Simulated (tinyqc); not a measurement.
Kissinger analysis: growth of a silicide layer between metal and silicon: linear-parabolic kinetics, ramp anneals and Kissinger analysis. Computed by tinyqc, a small Python program. Command: `OMP_NUM_THREADS=1 python tinyqc.py 3019398 3019399 out.jsonl silicide walk`. One thread of a shared host (Intel(R) Xeon(R) Processor @ 2.30GHz), about 0.1 s of CPU time with the checks.

One compound layer of thickness x grows by diffusion through itself and reaction at an interface, dx/dt = 1/(2x/K + 1/v), until the metal is used up at x = a h.

Inputs (values chosen for the exercise, modelled on TiSi2):
```
quantity                                 value    unit
metal thickness h                          8.2      nm
silicide formed per metal thickness a     2.51       -
prefactor of the parabolic constant K  1.7e+10  nm^2/s
activation energy E of K                  1.74      eV
prefactor of the interface velocity v  5.8e+10    nm/s
activation energy E_v                     1.91      eV
```

Constants: k_B = 8.617333262e-05 eV/K.

Method:
- The silicide ends at the thickness a h.
- K = K0 exp(-E/(k_B T)), v = v0 exp(-E_v/(k_B T)).
- Temperatures in kelvin are T(C) + 273.15.
- Ramp from x = 0 at 100 C at the rate beta: dx/dT = (1/beta)/(2x/K + 1/v), integrated adaptively (tolerance 1e-9) until x = a h at T_f.
- Plot ln(beta/T_f^2) against 1/(k_B T_f), T_f in kelvin; minus the least-squares slope estimates the activation energy.

final thickness = 20.582 nm

Ramps:
```
beta (C/s)  T_f (C)  1/(k_B T_f) (1/eV)  ln(beta/T_f^2)
0.03         557.61              13.969         -16.951
0.1          596.97              13.337         -15.840
0.3          636.19              12.761         -14.829
1            683.32              12.133         -13.727
3            730.65              11.561         -12.724
10           787.99              10.936         -11.632
30           846.09              10.368         -10.640
```

Kissinger energy = 1.7530 eV

What follows from these numbers?

A thousandfold faster ramp raises the completion temperature by only 288 C. The fit gives 1.753 eV, against E = 1.74 eV for diffusion and E_v = 1.91 eV for the interface: diffusion controls. Caution: nucleation and competing phases are left out; disilicides such as CoSi2 and the low-resistance form of TiSi2 start by nucleation and follow this law at best in part.

Extremes, crossings and ranges named in words are read from the listed rows.
